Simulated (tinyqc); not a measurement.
# Biaxially strained (001) channel, valley splitting in an inversion layer, step by step

tinyqc, about 0.02 s, one thread, Intel Xeon 2.30GHz (shared host): `OMP_NUM_THREADS=1 python tinyqc.py 2530051 2530052 out.jsonl` Printed values are rounded.

A thin layer grown on a relaxed buffer is stretched in the plane. The two valleys with their long axis along the growth direction (D2) sink against the four in-plane ones (D4); confinement in a triangular well splits them too. Only the lowest subband of each set is kept; one relaxation time, so the weakening of intervalley scattering is left out.

Inputs (values chosen for the exercise); values close to those of silicon on relaxed silicon-germanium:
```
symbol   value   unit                                meaning
T          300      K                            temperature
x         0.08         germanium share of the relaxed buffer
b1      0.0418                   lattice mismatch per unit x
c11        170    GPa                       elastic constant
c12       65.1    GPa                       elastic constant
Xu        9.23     eV            shear deformation potential
ml       0.935     m0                      longitudinal mass
mt       0.187     m0                        transverse mass
F         0.24  MV/cm                        confining field
Ns      8.6e11  cm^-2                      inversion density
bv       0.384     nm                         Burgers vector
```

Constants: q = 1.602176634e-19 C, kB = 1.380649e-23 J/K, hbar = 1.054571817e-34 J s, m0 = 9.1093837015e-31 kg, Vt = kB T/q, hbar^2/(2 m0) = 0.0380998212 eV nm^2. Results are converted to the units shown.

## Strain, stress and splitting

e_par = b1 x, e_perp = -2 (c12/c11) e_par, splitting D = Xu (e_par - e_perp), in-plane stress (c11 + c12 - 2 c12^2/c11) e_par.

e_par = 0.3344 %
e_perp = -0.2561111 %
D = 54.50417 meV
stress = 0.6194461 GPa

## Subband edges and densities of states

Levels E(m) = 2.33811 (hbar^2 q^2 F^2/(2 m))^(1/3): E2 = E(ml), E4 = E(mt) + D; N2 = 2 mt kB T/(pi hbar^2), N4 = 4 sqrt(mt ml) kB T/(pi hbar^2).

E2 = 0.06694367 eV
E4 = 0.1689762 eV
N2 = 4.038899e12 cm^-2
N4 = 1.806250e13 cm^-2

Of the gap E4 - E2 = 102 meV, confinement gives 47.5 meV.

## Iteration 1: critical thickness by substitution

h at the start = 10 nm

Critical thickness (Matthews-Blakeslee, 60-degree dislocations): h = bv (1 - nu/4)[ln(h/bv) + 1]/(4 pi e_par (1 + nu)), nu = c12/(c11 + c12). The right side gives h(new); e_par = b1 x.

h after iteration 1 = 28.37397 nm

## Iteration 2: critical thickness by substitution

As before.

h after iteration 2 = 35.32067 nm

## Course of the iteration: critical thickness by substitution

Stop when h changes by less than 1e-7 nm, or after 60 iterations.

Course of the iteration:
```
iteration    h (nm)  |change| (nm)
1          28.37397           18.4
2          35.32067           6.95
3          36.77941           1.46
4          37.04898          0.270
5          37.09763         0.0486
6          37.10637        8.74e-3
7          37.10794        1.57e-3
8          37.10822        2.82e-4
9          37.10827        5.06e-5
10         37.10828        9.08e-6
11         37.10828        1.63e-6
12         37.10828        2.92e-7
13         37.10828        5.25e-8
```

Converged in 13 iterations. At the end each change is about 0.18 times the one before: linear convergence.

## Share of the light valleys and conductivity mass

EF = 0.02715989 eV

EF solves Ns = N2 ln(1 + exp((EF - E2)/Vt)) + N4 ln(1 + exp((EF - E4)/Vt)); f2 is the share in D2, and 1/mc = f2/mt + (1 - f2)(1/mt + 1/ml)/2.

f2 = 0.9131098
mc = 0.1937334 m0

Without strain f2 would be 0.572 and mc 0.226 m0, so repopulation alone gains 16 % in mobility.
